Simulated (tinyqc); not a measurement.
Signal and retention of a DRAM cell: one step of the calculation.

A stored one starts at Vd and leaks: Cs dV/dt = -I(V), I = a sqrt((V + Vb)/(Vd + Vb)) + b, with a = Ig exp[-(Eg1 q/kB)(1/T - 1/T0)] (generation in a depletion layer) and b = Is exp[-(Es q/kB)(1/T - 1/T0)]. The bit line is precharged to Vd/2, and charge sharing gives the signal (V - Vd/2) Cs/(Cs + Cb).

Task. Signal and margin. The cell fails below Vc = Vd/2 + dm (Cs + Cb)/Cs.

Parameters, values chosen for the exercise:
- Vd = 1.2 V (array voltage)
- Cs = 20 fF (cell capacitance)
- Cb = 92 fF (bit-line capacitance)
- dm = 50 mV (smallest signal that the sense amplifier resolves)

Constants: q = 1.602176634e-19 C. Results are converted to the units shown.

Find: transfer ratio; signal of a fresh one; Vc; charge that may be lost; the same in electrons.

Result.

transfer ratio = 0.1786
signal of a fresh one = 107.1 mV
Vc = 0.8800 V
charge that may be lost = 6.400 fC
the same in electrons = 3.995e4

Range of the model: Real arrays also hold a tail of unusually leaky cells and cells whose retention varies in time, which this model lacks.

Computed by the program tinyqc: `OMP_NUM_THREADS=1 python tinyqc.py 2130145 2130146 out.jsonl`, one thread of a shared Intel Xeon 2.30GHz, about 0.01 s for the whole run.
